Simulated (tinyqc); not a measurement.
Temperatures in a stack of 2 dies with leakage feedback: one step of the calculation.

One-dimensional heat flow to a sink below die 0. The power of each die is released in a plane at its top; from the plane of die j > 0 heat crosses its silicon (ts), a bond layer and the wiring of die j - 1; from die 0 it crosses t0, paste and sink. Copper shares the path through bond and wiring in parallel: k_eff = fm km + (1 - fm) k. Silicon is taken at the temperature of the plane above it. Leakage is P_l exp((T - 350 K)/Tl).

Task. Resistances per area at 300 K. R = thickness/conductivity for each layer.

Inputs (values chosen for the exercise); conductivities of the order met in silicon, wiring layers, bonds and pastes:
- k0 = 149 W/(m K) (conductivity of silicon at 300 K)
- ts = 20 um (thickness of a thinned die)
- t0 = 500 um (thickness of the die next to the sink)
- tb = 11 um (thickness of the wiring layers)
- kb = 2 W/(m K) (conductivity of the wiring layers)
- tg = 2 um (thickness of a bond layer)
- kg = 0.6 W/(m K) (conductivity of the bond dielectric)
- fm = 0 (area share of copper through bond and wiring)
- km = 390 W/(m K) (conductivity of copper)
- Rt = 0.1 K cm^2/W (paste and lid)
- Rs = 0.34 K cm^2/W (heat sink)

Find: thick die; thinned die; k_eff of the bond; k_eff of the wiring; bond plus wiring; paste plus sink.

Result.

thick die = 0.03356 K cm^2/W
thinned die = 0.001342 K cm^2/W
k_eff of the bond = 0.6000 W/(m K)
k_eff of the wiring = 2.000 W/(m K)
bond plus wiring = 0.08833 K cm^2/W
paste plus sink = 0.4400 K cm^2/W

tinyqc, about 0.02 s, one thread, Intel Xeon 2.30GHz (shared host): `OMP_NUM_THREADS=1 python tinyqc.py 2162017 2162018 out.jsonl`
